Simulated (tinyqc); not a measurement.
Growth of a silicide layer between metal and silicon: linear-parabolic kinetics, ramp anneals and Kissinger analysis. Inputs raised by 5 %, one at a time. Computed by tinyqc, a small Python program. Command: `OMP_NUM_THREADS=1 python tinyqc.py 3018492 3018493 out.jsonl silicide sens`. One thread of a shared host (Intel(R) Xeon(R) Processor @ 2.30GHz), about 0.1 s of CPU time with the checks.

One compound layer of thickness x grows by diffusion through itself and reaction at an interface, dx/dt = 1/(2x/K + 1/v), until the metal is used up at x = a h.

Inputs (values chosen for the exercise, modelled on CoSi2):
```
quantity                                 value    unit
metal thickness h                           23      nm
silicide formed per metal thickness a     3.52       -
prefactor of the parabolic constant K  6.6e+14  nm^2/s
activation energy E of K                  2.35      eV
prefactor of the interface velocity v  2.7e+14    nm/s
activation energy E_v                     2.59      eV
temperature T                              685       C
time t                                     170       s
```

Constants: k_B = 8.617333262e-05 eV/K.

Method:
- The silicide ends at the thickness a h.
- K = K0 exp(-E/(k_B T)), v = v0 exp(-E_v/(k_B T)).
- Temperatures in kelvin are T(C) + 273.15.
- x^2/K + x/v = t, so x = (K/(2v)) [sqrt(1 + 4 v^2 t/K) - 1], capped at a h; completion time t_c = (a h)^2/K + a h/v, a h being the final thickness; crossover thickness K/v.

Runs:
```
input moved                                        from         to  completion time (s)  thickness at time t (nm)  crossover thickness (nm)
base run                                              -          -                35.38                    80.960                     44.73
metal thickness h (nm)                               23      24.15                38.35                    85.008                     44.73
prefactor of the parabolic constant K (nm^2/s)  6.6e+14   6.93e+14                34.30                    80.960                     46.96
activation energy E of K (eV)                      2.35     2.4675               107.17                    80.960                     10.78
prefactor of the interface velocity v (nm/s)    2.7e+14  2.835e+14                34.78                    80.960                     42.60
activation energy E_v (eV)                         2.59     2.7195                83.22                    80.960                    214.64
time t (s)                                          170      178.5                35.38                    80.960                     44.73
```

Exponents ln(y'/y) / ln(x'/x):
```
input                                  completion time  thickness at time t  crossover thickness
metal thickness h                                1.650                    1                0.000
prefactor of the parabolic constant K           -0.639                    0                1.000
activation energy E of K                        22.714                    0              -29.167
prefactor of the interface velocity v           -0.350                    0               -1.000
activation energy E_v                           17.529                    0               32.146
time t                                           0.000                    0                0.000
```

Which inputs matter most for each result?

Among the inputs moved here: completion time answers most in size to activation energy E of K (exponent +22.714), next to activation energy E_v (+17.529); its exponent is below 0.0005 for time t. Thickness at time t answers most in size to metal thickness h (exponent +1.000); its exponent is below 0.0005 for prefactor of the parabolic constant K, activation energy E of K, prefactor of the interface velocity v, activation energy E_v, time t. Its exponent 0.000 in time t: the metal is used up. Crossover thickness answers most in size to activation energy E_v (exponent +32.146), next to activation energy E of K (-29.167); its exponent is below 0.0005 for metal thickness h, time t.

Caution (all rows): a disilicide really forms through metal-rich phases and by nucleation, not as one layer from the metal.

Extremes, crossings and ranges named in words are read from the listed rows.
